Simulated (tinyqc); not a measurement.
## Planar ballistic transistor, top-of-the-barrier model: effect of the temperature

At the top of the source barrier, states moving towards the drain are filled by the source (Fermi level 0) and states moving back by the drain (Fermi level -q Vd); nothing scatters. U is the shift of the band edge there, set by the capacitances CG, CD and CS (the total) and by the charge. Parabolic two-dimensional band; the source is grounded.

N0 = gv m kB T/(pi hbar^2), CG = eps0 eox/tox, vT = sqrt(2 kB T/(pi m)), CS = CG/aG, n0 = n at U = 0 and Vd = 0. eta1 = -(E0 + U)/Vt, eta2 = eta1 - Vd/Vt, n = (N0/2)[F_0(eta1) + F_0(eta2)], F_0(x) = ln(1 + exp x). U = UL + q (n - n0)/CS with UL = -(aG Vg + aD Vd), energies in eV. I = q (N0/2) vT [F_(1/2)(eta1) - F_(1/2)(eta2)] per width, F_(1/2)(x) = (2/sqrt(pi)) int_0^infinity u^(1/2)/(1 + exp(u - x)) du. CQ = (q/Vt) dn/d(eta1). E0 is held fixed.

Values chosen for this exercise; mass and valleys close to those of gallium nitride: effective mass m = 0.202 m0; valley degeneracy gv = 1; relative permittivity of the gate insulator eox = 3.9; insulator thickness tox = 2.1 nm; gate control CG/CS aG = 0.88; drain control CD/CS aD = 0.033; band edge at the barrier top above the source Fermi level at zero bias E0 = 0.33 eV; gate voltage Vg = 0.5 V; drain voltage Vd = 0.5 V.

Constants: q = 1.602176634e-19 C, kB = 1.380649e-23 J/K, hbar = 1.054571817e-34 J s, m0 = 9.1093837015e-31 kg, Vt = kB T/q, eps0 = 8.8541878128e-14 F/cm where lengths are in cm. Results are converted to the units shown.

Result of one run:
```
T (K)     eta1  n (cm^-2)  I (uA/um)  mean velocity I/(q n) (cm/s)   CQ/CS
360    0.51659  1.2885e12     310.96                      1.5063e7  2.2659
```

What becomes of these results when the temperature T is changed from 360 to 77 K, all else the same?

Result of the changed run:
```
T (K)    eta1  n (cm^-2)  I (uA/um)  mean velocity I/(q n) (cm/s)   CQ/CS
77     4.1160  1.1568e12     184.08                      9.9320e6  3.5595
```

The whole series:
```
T (K)     eta1  n (cm^-2)  I (uA/um)  mean velocity I/(q n) (cm/s)   CQ/CS
50      6.3568  1.1559e12     176.99                      9.5572e6  3.6113
77      4.1160  1.1568e12     184.08                      9.9320e6  3.5595
120     2.5927  1.1627e12     199.15                      1.0691e7  3.3658
180     1.6254  1.1813e12     224.10                      1.1840e7  3.0226
240     1.0994  1.2102e12     251.46                      1.2969e7  2.7137
300    0.75883  1.2466e12     280.50                      1.4045e7  2.4639
360    0.51659  1.2885e12     310.96                      1.5063e7  2.2659
420    0.33403  1.3347e12     342.75                      1.6028e7  2.1081
```

As T goes from 50 to 420 K, n rises from 1.16e12 to 1.33e12 cm^-2, the mean velocity rises from 9.56e6 to 1.60e7 cm/s and the current rises from 177 to 343 uA/um. CQ/CS goes from 3.6 to 2.1.

tinyqc, about 0.02 s, one thread, Intel Xeon 2.30GHz (shared host): `OMP_NUM_THREADS=1 python tinyqc.py 2400112 2400113 out.jsonl`
